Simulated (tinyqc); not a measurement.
Van der Pauw, Hall and four-point-probe measurements on a doped layer: one step of the calculation.

A uniform n-type layer with sheet resistance Rs = 1/(q ns mu), point contacts, low field (mu B small).

Task. New z. The van der Pauw equation exp(-pi RA z) + exp(-pi RB z) = 1 is solved for z = 1/Rs: e1 = exp(-pi RA z), e2 = exp(-pi RB z), f = e1 + e2 - 1, f' = -pi (RA e1 + RB e2), z(new) = z - f/f'.

z after iteration 1 = 0.27695010 mS
RA = 19.176568 ohm
RB = 2655.8218 ohm

Wanted: e1; e2; f; f'; z after iteration 2.

Result.

e1 = 0.98345
e2 = 0.099188
f = 0.082642
f' = -0.88683 kohm
z after iteration 2 = 0.37014 mS

Computed by the program tinyqc: `OMP_NUM_THREADS=1 python tinyqc.py 2850183 2850184 out.jsonl`, one thread of a shared Intel Xeon 2.30GHz, about 0.01 s for the whole run.
